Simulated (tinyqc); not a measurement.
Hydrogen passivation of interface dangling bonds: competing passivation and dissociation with distributed barriers: one step, computed by the program tinyqc. Command: `OMP_NUM_THREADS=1 python tinyqc.py 3030433 3030434 out.jsonl passiv walk`. One thread of a shared host (Intel(R) Xeon(R) Processor @ 2.30GHz), about 0.02 s of CPU time with the checks.

P_b + H2 gives P_bH + H at the rate k_f [H2]; P_bH gives P_b + H at the rate k_d. All defects start unpassivated. E_f and E_d are Gaussian and independent.

Task: Single barriers. [H2] = solubility factor x p; a = k_f0 [H2] exp(-E_f/(k_B T)), d = k_d0 exp(-E_d/(k_B T)). For one pair of barriers the active share is y = [d + a exp(-(a + d) t)]/(a + d). Temperatures in kelvin are T(C) + 273.15.

Inputs (values chosen for the exercise, close to those used for P_b centres at the silicon-oxide interface): passivation prefactor k_f0 = 1e-07 cm^3/s; mean passivation barrier E_f = 1.5 eV; spread sigma_f = 0.031 eV; dissociation prefactor k_d0 = 1.2e+13 1/s; mean dissociation barrier E_d = 2.76 eV; spread sigma_d = 0.04 eV; H2 in the oxide per atm, solubility factor = 7.3e+17 1/(cm^3 atm); hydrogen pressure p = 1 atm; anneal temperature T = 450 C; anneal time t = 820 s.

Constants: k_B = 8.617333262e-05 eV/K.

Give: passivation rate a; dissociation rate d; a t; steady active share d/(a + d); active share, single barriers.

Result:

passivation rate a = 2.568 1/s

dissociation rate d = 6.985e-07 1/s

a t = 2105

steady active share d/(a + d) = 2.721e-07

active share, single barriers = 2.721e-07

Passivation has run its course, and the balance with dissociation sets the remainder. Caution: single-barrier shares below about 1e-3 are formal; measured passivation levels off well above them.
